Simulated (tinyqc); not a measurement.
Thinning the film: dielectric confinement in a thin film (image charges).

A film |z| < t/2 of dielectric constant eps between half-spaces of dielectric constant e2; lam = (eps - e2)/(eps + e2), q = e^2/(4 pi eps0). The self-energy of a band edge is taken with the high-frequency value, e2 = eh, and the field of a fixed ion with the static one, e2 = eo. A charge at z has images lam^|n| at n t + (-1)^n z. Its self-energy is S(z) = (q/2 eps) sum over n >= 1 of lam^n [1/(n t - 2z) + 1/(n t + 2z)] for odd n and 2 lam^n/(n t) for even n; at the centre S(0) = -(q/(eps t)) ln(1 - lam).

Donor at the centre, lam from the static eo, trial function cos(pi z/t) exp(-rho/l): E(l) = c/(m l^2) - (q/eps) times the integral over k of F(k t) (1 + (k l/2)^2)^(-3/2), with F(x) = F0 + 2 lam exp(-x) G/(1 - lam exp(-x)), F0 = 2[(1 - exp(-x/2))/x + x (1 + exp(-x/2))/(x^2 + 4 pi^2)], G = 2 sinh(x/2)[1/x - x/(x^2 + 4 pi^2)]; c = hbar^2/2m0. The binding energy is -E at the minimum, counted from the subband edge with its self-energy.

Constants: e^2/(4 pi eps0) = 14.39964547 eV angstrom; hbar^2/2m0 = 3.80998211 eV angstrom^2; Ry = 13.60569312 eV.

Values chosen for the exercise (near those of an InGaAs film between layers of SiO2; not measured data):
```
symbol  value                          unit      meaning
eps     13.5                                     dielectric constant of the film
eh      2.1                                      high-frequency dielectric constant outside
eo      3.7                                      static dielectric constant outside
m       0.045                          m0        mass in the plane
mz      0.047                          m0        mass across the film
ts      (10, 15, 22, 32, 48, 70, 100)  angstrom  thicknesses
```

<S> is the mean over (2/t) cos^2(pi z/t); confinement c (pi/t)^2/mz; donor binding with and without images.

Results:
```
t (angstrom)  <S> (meV)  confinement (meV)  binding, no images (meV)  binding (meV)  l (angstrom)
10                157.3             8000.6                      12.6           75.6          43.6
15                104.8             3555.8                      12.2           63.5          49.3
22                 71.5             1653.0                      11.8           53.0          55.8
32                 49.1              781.3                      11.2           43.9          63.3
48                 32.8              347.3                      10.5           35.4          72.9
70                 22.5              163.3                       9.7           28.6          83.5
100                15.7               80.0                       8.9           23.2          95.1
```

What can be read from this table?

Between 100 and 10 angstrom the binding goes from 23.2 to 75.6 meV; quantum confinement alone would take it from 8.9 to 12.6, so the images supply +14.3 and +63.0 meV. |<S>| goes as 1/t and exceeds the confinement energy beyond 509 angstrom. Hard-wall energies above 300 meV (up to t = 48 angstrom) overstate the confinement: walls are finite and valleys non-parabolic.

Run: tinyqc, `OMP_NUM_THREADS=1 python tinyqc.py 1251754 1251755 out.jsonl`; Intel(R) Xeon(R) Processor @ 2.30GHz, one thread, shared host; about 0.08 s of CPU time with all checks.
